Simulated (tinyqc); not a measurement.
From results back to parameters: standing waves and exposure in a photoresist film. Four cases, with inputs chosen for the exercise.

Problem. Bleaching of a resist on an index-matched plate: T(0) = T12 exp(-(A + B) d), T(end) = T12 exp(-B d), T12 = 1 - ((n1 - 1)/(n1 + 1))^2, and the first slope dT/dD = T(0) C A T12 (1 - exp(-(A + B) d))/(A + B). Here d = dT and D is the dose; A, B and C are hidden.

Case 1.

Values chosen (out of a larger set: a resist on Al, indices near tabulated ones; not measured data): n1 = 1.703 (resist index); dT = 0.697 micrometre (resist thickness on an index-matched plate).

T(0) = 0.690908
T(end) = 0.881792
dT/dD = 0.0040735 cm^2/mJ

Case 2.

Values chosen (out of a larger set: a resist on W, indices near tabulated ones; not measured data): n1 = 1.779 (resist index); dT = 0.444 micrometre (resist thickness on an index-matched plate).

T(0) = 0.657522
T(end) = 0.678279
dT/dD = 0.00062330 cm^2/mJ

Case 3.

Values chosen (out of a larger set: a resist on Al, indices near tabulated ones; not measured data): n1 = 1.735 (resist index); dT = 0.487 micrometre (resist thickness on an index-matched plate).

T(0) = 0.592739
T(end) = 0.607349
dT/dD = 0.00016190 cm^2/mJ

Case 4.

Values chosen (out of a larger set: a resist on polySi, indices near tabulated ones; not measured data): n1 = 1.788 (resist index); dT = 0.334 micrometre (resist thickness on an index-matched plate).

T(0) = 0.758072
T(end) = 0.786441
dT/dD = 0.00023297 cm^2/mJ

Find: A; B; C.

Solution. A = ln(T(end)/T(0))/d, B = ln(T12/T(end))/d, and the slope then gives C.

Case 1.

A = 0.35 1/micrometre
B = 0.08 1/micrometre
C = 0.030 cm^2/mJ

Case 2.

A = 0.07 1/micrometre
B = 0.69 1/micrometre
C = 0.039 cm^2/mJ

Case 3.

A = 0.05 1/micrometre
B = 0.87 1/micrometre
C = 0.015 cm^2/mJ

Case 4.

A = 0.11 1/micrometre
B = 0.47 1/micrometre
C = 0.010 cm^2/mJ

Computed by tinyqc, one run a case: `OMP_NUM_THREADS=1 python tinyqc.py N N+1 out.jsonl` with N = 1651406, 1651494, 1651556, 1651562; one thread of a shared Intel(R) Xeon(R) Processor @ 2.30GHz, about 0.01 s a run at most.
